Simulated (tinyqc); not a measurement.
Self-heating of a transistor with one or more fingers, with temperature-dependent conductivity. Inputs raised by 5 %, one at a time. Computed by tinyqc, a small Python program. Command: `OMP_NUM_THREADS=1 python tinyqc.py 3020062 3020063 out.jsonl selfheat sens`. One thread of a shared host (Intel(R) Xeon(R) Processor @ 2.30GHz), about 0.3 s of CPU time with the checks.

N long parallel fingers lie on the top face of a slab whose bottom is held at T_0; the top is otherwise insulated, and heat flows in two dimensions. P in W/mm is 1000 P in W/m.

Inputs (values chosen for the exercise, modelled on germanium):
```
quantity                                      value           unit
conductivity at the base temperature kappa_0   61.3        W/(m K)
exponent m in kappa ~ T^-m                     1.24              -
base temperature T_0                            298              K
power per gate width P                          1.1           W/mm
fingers N                                         3              -
finger pitch s                                   17     micrometre
width of the heat source w                      0.2     micrometre
substrate thickness t                            89     micrometre
phonon free path Lambda                         120             nm
heat capacity C                                1.64  1e6 J/(m^3 K)
pulse length                                     28    microsecond
power coefficient beta                         0.94         1e-3/K
```

Power: power rises with temperature.

Method:
- A line source of power P on the top face raises the top at distance x by (P/(pi kappa_0)) g(x), g(x) = -ln tanh(pi x/(4 t)) (the image sum for the slab). On a strip of width w the centre sees the mean of g over the strip, g_0 = 1 + ln(8 t/(pi w)) for w much below t.
- theta_i = (P/(pi kappa_0)) [g_0 + sum over j != i of g(|i - j| s)], with equal powers and constant conductivity; thermal resistance = largest theta/P.
- Kirchhoff transformation for kappa = kappa_0 (T/T_0)^-m: T = T_0 [1 - (m - 1) theta/T_0]^(-1/(m - 1)), where theta is the linear rise.
- The bracket vanishes at the power P T_0/((m - 1) theta).
- The power follows P [1 + beta (T - T_0)] with T the peak temperature, for all fingers alike. Start at T_0 and repeat; stop when T changes by less than 1e-6 K, after 50 steps, or when the bracket falls below 0.05.
- After switching on, theta(tau) = (P D/kappa_0) int_0^tau X(u) Z(u) du at the hottest finger, D = kappa_0/C; X = sum over fingers at distance x of [erf((x + w/2)/r) - erf((x - w/2)/r)]/(2 w), Z = sum_(j=-200..200) (-1)^j exp(-(2 j t/r)^2)/sqrt(pi D u), r = 2 sqrt(D u); trapezoid rule on 300 points evenly spaced in ln u from u_0 = 1e-3 min(tau, w^2/D) to tau, plus the exact piece 2 sqrt(u_0/(pi D))/w below u_0. Conductivity and power are held at their base values here, and Fourier's law is used even where the diffusion length is near a phonon free path.

Runs; columns: (1) input moved; (2) from; (3) to; (4) thermal resistance (K mm/W); (5) peak temperature with feedback (K); (6) linear rise after the pulse (K); (7) true rise / linear rise:
```
(1)                                                      (2)     (3)     (4)     (5)     (6)     (7)
base run                                                   -       -  61.490  383.70  53.392  1.1582
conductivity at the base temperature kappa_0 (W/(m K))  61.3  64.365  58.562  378.56  51.230  1.1498
exponent m in kappa ~ T^-m                              1.24   1.302  61.490  384.56  53.392  1.1678
power per gate width P (W/mm)                            1.1   1.155  61.490  389.26  56.061  1.1671
finger pitch s (micrometre)                               17   17.85  60.991  382.82  52.873  1.1567
width of the heat source w (micrometre)                  0.2    0.21  61.236  383.25  53.113  1.1574
substrate thickness t (micrometre)                        89   93.45  62.243  385.05  53.392  1.1603
power coefficient beta (1e-3/K)                         0.94   0.987  61.490  384.11  53.392  1.1582
```

Exponents ln(y'/y) / ln(x'/x):
```
input                                         thermal resistance  peak temperature with feedback  linear rise after the pulse  true rise / linear rise
conductivity at the base temperature kappa_0              -1.000                          -0.277                       -0.847                   -0.149
exponent m in kappa ~ T^-m                                 0.000                           0.046                        0.000                    0.171
power per gate width P                                     0.000                           0.295                        1.000                    0.157
finger pitch s                                            -0.167                          -0.047                       -0.200                   -0.025
width of the heat source w                                -0.085                          -0.024                       -0.107                   -0.013
substrate thickness t                                      0.249                           0.072                        0.000                    0.038
power coefficient beta                                     0.000                           0.022                        0.000                    0.000
```

Among the inputs moved here: thermal resistance answers most in size to conductivity at the base temperature kappa_0 (exponent -1.000), next to substrate thickness t (+0.249); its exponent is below 0.0005 for exponent m in kappa ~ T^-m, power per gate width P, power coefficient beta. Its exponent -1.000 in conductivity at the base temperature kappa_0: the linear problem scales as 1/kappa_0. Its exponent 0.000 in power per gate width P: R is defined for the linear problem. Peak temperature with feedback answers most in size to power per gate width P (exponent +0.295), next to conductivity at the base temperature kappa_0 (-0.277). Linear rise after the pulse answers most in size to power per gate width P (exponent +1.000), next to conductivity at the base temperature kappa_0 (-0.847); its exponent is below 0.0005 for exponent m in kappa ~ T^-m, substrate thickness t, power coefficient beta. True rise / linear rise answers most in size to exponent m in kappa ~ T^-m (exponent +0.171), next to power per gate width P (+0.157); its exponent is below 0.0005 for power coefficient beta.

Caution (all rows): the source is narrower than two phonon free paths, so the Fourier result understates the rise at the source.
